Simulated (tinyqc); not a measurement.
Changing the binding energy E_b (positive for attraction): five-frequency model of solute diffusion by vacancies in an fcc metal. Computed by tinyqc, a small Python program. Command: `OMP_NUM_THREADS=1 python tinyqc.py 3017479 3017480 out.jsonl fivefreq sweep`. One thread of a shared host (Intel(R) Xeon(R) Processor @ 2.30GHz), about 0.01 s of CPU time with the checks.

A vacancy next to the solute exchanges with it (w2), jumps to one of 4 sites that also neighbour the solute (w1) or to one of 7 that do not (w3); w4 is the reverse of w3 and w0 the host jump.

Inputs (values chosen for the exercise, for a model solute in a host close to nickel): barrier E0 (host jump) = 1 eV; barrier E1 (vacancy circles the solute) = 0.909 eV; barrier E2 (exchange) = 0.736 eV; barrier E3 (dissociation) = 1.19 eV; vacancy formation energy E_f = 1.73 eV; formation entropy S_f = 2.2 k_B; attempt frequency nu = 7.9 THz; lattice constant a = 3.52 angstrom; temperature T = 865 K.

Constants: k_B = 8.617333262e-05 eV/K.

Method:
- w_i = nu exp(-E_i/(k_B T)); detailed balance gives E4 = E3 - E_b.
- Manning: with y = w4/w0, 7F = 7 - (10 y^4 + 180.5 y^3 + 927 y^2 + 1341 y)/(2 y^4 + 40.2 y^3 + 254 y^2 + 597 y + 436); f2 = (2 w1 + 7F w3)/(2 w2 + 2 w1 + 7F w3).
- The mean cosine between successive solute jumps follows from f2 = (1 + c)/(1 - c).
- c_v = exp(S_f - E_f/(k_B T)); host D0 = a^2 c_v w0 x 0.7815; solute D2 = a^2 c_v exp(E_b/(k_B T)) w2 f2; 1 angstrom^2 = 1e-16 cm^2.

One run for each value:
```
binding energy E_b (positive for attraction) (eV)  ratio D2/D0      7F  correlation factor f2   y = w4/w0
-0.150                                              5.6636e-01  6.9681               0.095900  1.0448e-02
-0.081                                              1.4286e+00  6.9203               0.095856  2.6367e-02
-0.012                                              3.6011e+00  6.8042               0.095748  6.6540e-02
0.056                                               8.9438e+00  6.5417               0.095505  1.6568e-01
0.130                                               2.3996e+01  5.9418               0.094949  4.4712e-01
0.190                                               5.3253e+01  5.1504               0.094215  1.0000e+00
0.260                                               1.3472e+02  4.0470               0.093189  2.5577e+00
0.330                                               3.4133e+02  3.1070               0.092313  6.5416e+00
0.400                                               8.6783e+02  2.5198               0.091765  1.6731e+01
```

Describe and explain the trends.

Over the rows, ratio D2/D0 rises from 0.566 to 868; 7F falls from 6.97 to 2.52; correlation factor f2 falls from 0.0959 to 0.0918. At fixed E3 stronger binding raises w4, so an escaped vacancy returns more often: 7F falls from 7 towards 2.
